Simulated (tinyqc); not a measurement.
# Changing the flaw half length a

Model: thermal stress, cracking, delamination and buckling of a thin film; Griffith cracks and misfitting inclusions. Computed by tinyqc, a small Python program. Command: `OMP_NUM_THREADS=1 python tinyqc.py 3025901 3025902 out.jsonl filmcrack sweep`. One thread of a shared host (Intel(R) Xeon(R) Processor @ 2.30GHz), about 0.03 s of CPU time with the checks.

Isotropic linear elasticity; the substrate is much thicker than the film; stress is positive in tension.

Inputs (values chosen for the exercise, modelled on a silicon dioxide film on silicon): substrate Young's modulus E_s = 158 GPa; substrate Poisson ratio nu_s = 0.23; substrate surface energy gamma_s = 1.9 J/m^2.

Method. Through crack of length 2a in plane strain: K_Ic = sqrt(2 gamma_s E_s/(1 - nu_s^2)); fracture stress = K_Ic/sqrt(pi a). An edge crack of depth a has K larger by 1.1215.

One run for each value:

| flaw half length a (micrometre) | fracture stress, inner crack (MPa) | fracture stress, edge crack (MPa) |
|---|---|---|
| 0.01 | 4492.1 | 4005.4 |
| 0.032 | 2511.1 | 2239.1 |
| 0.1 | 1420.5 | 1266.6 |
| 0.32 | 794.1 | 708.1 |
| 1 | 449.2 | 400.5 |
| 3.2 | 251.1 | 223.9 |
| 10 | 142.1 | 126.7 |
| 32 | 79.4 | 70.8 |
| 100 | 44.9 | 40.1 |

Over the rows, fracture stress, inner crack (MPa) falls from 4490 to 44.9 (exponent d ln y / d ln x about -0.50 throughout); fracture stress, edge crack (MPa) falls from 4010 to 40.1 (exponent d ln y / d ln x about -0.50 throughout). The exponent of fracture stress, inner crack stays at -0.50: Griffith's law.
